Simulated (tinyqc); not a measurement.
States in the gap of a film: thin (001) film in sp3s* tight binding with raised dangling bonds.

Planes alternate anion (a), cation (c) along [001], a/4 apart, starting with an anion; zero in-plane momentum; levels counted from the bulk Ev, the lower root of [[Epa, Vxx], [Vxx, Epc]]; no spin-orbit coupling. Block of s, pz, s*: from an anion to the cation above, Vss/2 (s,s), Vsapc/2 (s,z), -Vscpa/2 (z,s), Vxx/2 (z,z), Vxapc/2 (s*,z), -Vpaxc/2 (z,s*); to the cation below the same with the s-z and s*-z signs reversed. Block of u = (px + py)/sqrt2 and v = (px - py)/sqrt2: to the cation above (Vxx + Vxy)/2 for u and (Vxx - Vxy)/2 for v, to the cation below the reverse. Each surface atom has two dangling sp3 hybrids; raising both by dl adds (dl/2) [[1, t], [t, 1]] to its s, pz levels (t = -1 at the bottom face, +1 at the top) and dl to the one of u, v in whose plane the missing bonds lie (v for a bottom anion or a top cation, u for a top anion).

Values chosen for the exercise (out of a larger set: near a published set for GaP, fitted to gaps, whose masses and valley positions are rough; not measured data): p = (-8.11, 1.129, -2.2, 4.14, 8.482, 7.185, -7.444, 2.161, 5.139, 4.276, 6.363, 4.652, 5.066) eV (order Esa, Epa, Esc, Epc, Exa, Exc, Vss, Vxx, Vxy, Vsapc, Vscpa, Vxapc, Vpaxc); Nw = 27 (planes in the thicker film).

edges (eV): Gamma 2.85328, Delta 2.35426

Levels between 0 and the lower bulk edge, the largest weight on the two outer planes of both faces among them, and the nearest levels outside, for several shifts dl.

Film of Nw planes:

| dl (eV) | levels in the gap | at (eV) | surface weight | next above (eV) | next below (eV) |
|---|---|---|---|---|---|
| 0 | 3 | 0.094, 1.128, 1.128 | 0.83 | 2.3708 | -0.0078 |
| 1 | 4 | 0.259, 0.303, 1.985, 1.985 | 0.88 | 2.3708 | -0.0496 |
| 2 | 2 | 0.620, 0.638 | 0.62 | 2.3708 | -0.0489 |
| 3 | 2 | 1.051, 1.060 | 0.68 | 2.3709 | -0.0484 |
| 5 | 2 | 1.946, 1.953 | 0.69 | 2.3712 | -0.0479 |
| 10 | 0 | - | - | 2.3705 | -0.0474 |
| 30 | 0 | - | - | 2.3706 | -0.0470 |
| 100 | 0 | - | - | 2.3707 | -0.0468 |

Can the levels of the bare film be read as confined subbands?

No: with bare surfaces (dl = 0) 3 levels lie in the bulk gap, with up to 83 % of the weight on the four outer planes, two a face, where an even spread gives 15 %; these are dangling-bond states, not subbands. The reruns show the bulk gap clear from dl = 10 eV on, and at dl = 30 eV the next level above lies 0.0 meV from its value at 100 eV.

tinyqc: `OMP_NUM_THREADS=1 python tinyqc.py 1450831 1450832 out.jsonl`; about 0.3 s, one thread, shared Intel(R) Xeon(R) Processor @ 2.30GHz.
